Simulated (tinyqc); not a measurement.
Yield over energy: physical sputtering: collision-cascade yield, angular dependence, faceting and resputtering in deposition. Computed by tinyqc, a small Python program. Command: `OMP_NUM_THREADS=1 python tinyqc.py 3020447 3020448 out.jsonl sputter walk`. One thread of a shared host (Intel(R) Xeon(R) Processor @ 2.30GHz), about 0.01 s of CPU time with the checks.

Ions start collision cascades; atoms that reach the surface with more than U leave. The target is amorphous or fine-grained.

Inputs (values chosen for the exercise, modelled on krypton ions on germanium):
```
quantity                  value     unit
ion Z1                       36        -
ion mass M1                83.8        u
target Z2                    32        -
target mass M2             72.6        u
surface binding energy U   3.85       eV
target density N           44.2   1/nm^3
fit factor Q               0.54        -
ion energy E               2600       eV
current density J          0.11  mA/cm^2
```

Constants: e = 1.602176634e-19 C.

Method. gamma = 4 M1 M2/(M1 + M2)^2; threshold E_th = 6.7 U/gamma for M1 >= M2, else U (1 + 5.7 M1/M2)/gamma. eps = 0.03255 M2 E/(Z1 Z2 (M1 + M2) z), z = (Z1^(2/3) + Z2^(2/3))^(1/2), E in eV; s_n = 3.441 sqrt(eps) ln(eps + 2.718)/(1 + 6.355 sqrt(eps) + eps (6.882 sqrt(eps) - 1.708)); S_n = 84.78 Z1 Z2 M1 s_n/((M1 + M2) z) in eV angstrom^2; alpha = 0.249 (M2/M1)^0.56 + 0.0035 (M2/M1)^1.5 for M1 <= M2, else 0.0875 (M2/M1)^(-0.15) + 0.165 M2/M1; Y0 = 0.042 Q alpha S_n/U [1 - sqrt(E_th/E)]^2.5 (the electronic-loss factor of the full formula is dropped). Erosion rate = Y0 J/(e N); 1 cm^2 = 1e14 nm^2.

threshold E_th = 25.9280 eV

Normal incidence:
```
E (eV)         eps  S_n (eV angstrom^2)      Y0  Y0 per keV
50      1.4317e-04                437.2  0.0248      0.4960
100     2.8633e-04                600.9  0.1388      1.3879
200     5.7267e-04                817.3  0.3665      1.8324
300     8.5900e-04                972.5  0.5575      1.8584
500     1.4317e-03               1201.6  0.8620      1.7241
1000    2.8633e-03               1575.7  1.3906      1.3906
2000    5.7267e-03               2022.1  2.0459      1.0230
5000    1.4317e-02               2705.2  3.0717      0.6143
10000   2.8633e-02               3262.9  3.9192      0.3919
30000   8.5900e-02               4111.6  5.2232      0.1741
100000  2.8633e-01               4659.7  6.1244      0.0612
```

What follows from these numbers?

The yield per keV peaks at 300 eV among these rows, 12 times the threshold, the most economical range for removing atoms. Y0 varies as E^2.48 between the first rows and as E^0.13 at the end, where nuclear stopping is flattening. Caution: the electronic-loss factor, dropped here, would lower the yields at the highest energies slightly.

Extremes, crossings and ranges named in words are read from the listed rows.
